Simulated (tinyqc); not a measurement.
Undoped symmetric double-gate MOSFET, analytic potential model: two steps of the calculation.

An undoped body of thickness ts between two equal insulators and tied gates; long channel, electrons only, n = ni exp((psi - V)/Vt) with V the quasi-Fermi potential (0 at the source, Vd at the drain), constant mobility, no quantisation. Across the body psi(x) = V - 2 Vt ln[(ts/(2 beta)) sqrt(q ni/(2 eps0 eps_r Vt)) cos(2 beta x/ts)], x from the centre. Q is the electron charge per area of the whole body.

Inputs (values chosen for the exercise); material values close to those of silicon: temperature T = 250 K; relative permittivity of the semiconductor eps_r = 11.5; body thickness ts = 20 nm; channel mobility mu = 230 cm^2/(V s); gate length L = 0.1 um; drain voltage Vd = 0.05 V.

Constants: q = 1.602176634e-19 C, kB = 1.380649e-23 J/K, Vt = kB T/q, eps0 = 8.8541878128e-14 F/cm where lengths are in cm. Results are converted to the units shown.

Task 1. Charges and drain current. beta (between 0 and pi/2) solves (Vg - V0 - V)/(2 Vt) = ln(beta) - ln(cos beta) + 2 r beta tan(beta). Q = 8 eps0 eps_r Vt beta tan(beta)/ts; I = mu (1/L)(4 eps0 eps_r/ts)(2 Vt)^2 [g(beta_s) - g(beta_d)] per width, g = beta tan(beta) - beta^2/2 + r beta^2 tan^2(beta), with beta_s at V = 0 and beta_d at V = Vd.

beta_s = 0.63697484
beta_d = 0.27975773
r = 0.20340136

Find: Qs; Qd; g(beta_s); g(beta_d); I.

Result 1.

Qs = 41.351 nC/cm^2
Qd = 7.0522 nC/cm^2
g(beta_s) = 0.31357
g(beta_d) = 0.042554
I = 2.3566 uA/um

The term r beta^2 tan^2(beta), which gives the square law, makes up 14.4 % of g at the source.

Task 2. Potential and electron density across the body at the source. psi(x) as above with V = 0 and beta = beta_s; n = ni exp(psi/Vt).

x/ts, point 0 to 6: 0  0.1  0.2  0.3  0.4  0.45  0.5
beta_s = 0.63697484
ni = 8.4539099e7 cm^-3

Give: psi; n.

Result 2.

```
point	psi (V)	n (cm^-3)
0	0.45233	1.1110e17
1	0.45269	1.1293e17
2	0.45375	1.1864e17
3	0.45556	1.2905e17
4	0.45819	1.4580e17
5	0.45984	1.5741e17
6	0.46174	1.7192e17
```

The density at the surface is 1.55 times that at the centre (1/cos^2 beta).

tinyqc, about 0.02 s, one thread, Intel Xeon 2.30GHz (shared host): `OMP_NUM_THREADS=1 python tinyqc.py 2440132 2440133 out.jsonl`
